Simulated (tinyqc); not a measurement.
Energy relaxation with and without hot phonons: decay of LO phonons and the hot-phonon bottleneck in the cooling of electrons. Computed by tinyqc, a small Python program. Command: `OMP_NUM_THREADS=1 python tinyqc.py 3020484 3020485 out.jsonl hotphonon walk`. One thread of a shared host (Intel(R) Xeon(R) Processor @ 2.30GHz), about 0.01 s of CPU time with the checks.

n(E, T) = 1/(exp(E/(k_B T)) - 1) is the Bose occupation. Electrons have a temperature T_e; the LO modes within their reach share one occupation N; the decay products stay at the lattice temperature.

Inputs (values chosen for the exercise, modelled on indium phosphide):

| quantity | value | unit |
|---|---|---|
| LO energy hbar omega | 42.9 | meV |
| lifetime at T = 0, tau_0 | 13 | ps |
| share f of the energy in the softer product | 0.2 | - |
| lattice temperature T | 300 | K |
| electron mass m* | 0.0806 | m_0 |
| eps_inf | 9.44 | - |
| static dielectric constant eps_s | 12.6 | - |
| electron density n | 3.3e+18 | 1/cm^3 |
| density of LO modes that the electrons reach, N_m | 5.5e+19 | 1/cm^3 |

Decay channel: two unequal phonons (Ridley).

Constants: k_B = 8.617333262e-05 eV/K; c = 299792458 m/s; e^2/(4 pi eps_0) = 14.39964548 eV angstrom; hbar^2/(2 m_0) = 3.80998212 eV angstrom^2; hbar = 6.582119569e-16 eV s; e = 1.602176634e-19 C; k_B = 1.380649e-23 J/K.

Method:
- Decay rate 1/tau = (1/tau_0) [1 + n(f hbar omega) + n((1 - f) hbar omega)].
- Full width Gamma = 1/(2 pi c tau) in 1/cm, c in cm/s.
- Froehlich coupling alpha = (e^2/(4 pi eps_0)) (1/eps_inf - 1/eps_s) k_0/(2 hbar omega), k_0 = sqrt(m* hbar omega/(hbar^2/(2 m_0))); emission time tau_sp = hbar/(2 alpha hbar omega); bottleneck ratio r = (n/N_m) tau/tau_sp.
- Net emission per electron: [(N + 1) x - N]/tau_sp with x = exp(-hbar omega/(k_B T_e)), a simple two-level balance; steady state of the modes: n [(N + 1) x - N]/tau_sp = N_m (N - N_0)/tau; power per electron P = hbar omega [(N + 1) x - N]/tau_sp.
- P(T_e) = (hbar omega/tau_sp) [(N_0 + 1) x - N_0]/[1 + r (1 - x)], and r = 0 without hot phonons; energy relaxation time tau_E = (3/2) k_B (T_e - T)/P.

emission time tau_sp = 57.1130 fs

equilibrium LO occupation N_0 = 0.234940

bottleneck ratio r = 3.50054

phonon lifetime tau = 3.33211 ps

Cooling:

| T_e (K) | P, cold phonons (nW) | P, hot phonons (nW) | ratio | tau_E (ps) | N |
|---|---|---|---|---|---|
| 330 | 4.6040 | 1.2356 | 3.7261 | 0.50283 | 0.27088 |
| 380 | 11.823 | 3.3247 | 3.5561 | 0.49832 | 0.33165 |
| 450 | 20.887 | 6.2486 | 3.3426 | 0.49715 | 0.41669 |
| 600 | 36.550 | 12.291 | 2.9737 | 0.50549 | 0.59245 |
| 800 | 51.492 | 19.640 | 2.6218 | 0.52722 | 0.80623 |
| 1100 | 66.247 | 29.129 | 2.2742 | 0.56877 | 1.0822 |
| 1600 | 80.606 | 41.635 | 1.9360 | 0.64664 | 1.4460 |
| 2300 | 91.421 | 54.375 | 1.6813 | 0.76174 | 1.8166 |

Reabsorption cuts the loss by a factor 3.73 at the lowest T_e and 1.68 at the highest; the factor is 1 + r (1 - x) with r = 3.50. tau_E runs from 0.50 to 0.76 ps, with its shortest value, 0.50 ps, at T_e = 450 K, against tau_sp = 57 fs and a phonon lifetime of 3.3 ps. In the coldest rows the electrons are degenerate, so (3/2) k_B (T_e - T) overstates their excess energy. Pauli blocking is left out, as are upper valleys and non-parabolic bands, which can matter above about 1000 K.

Extremes, crossings and ranges named in words are read from the listed rows.
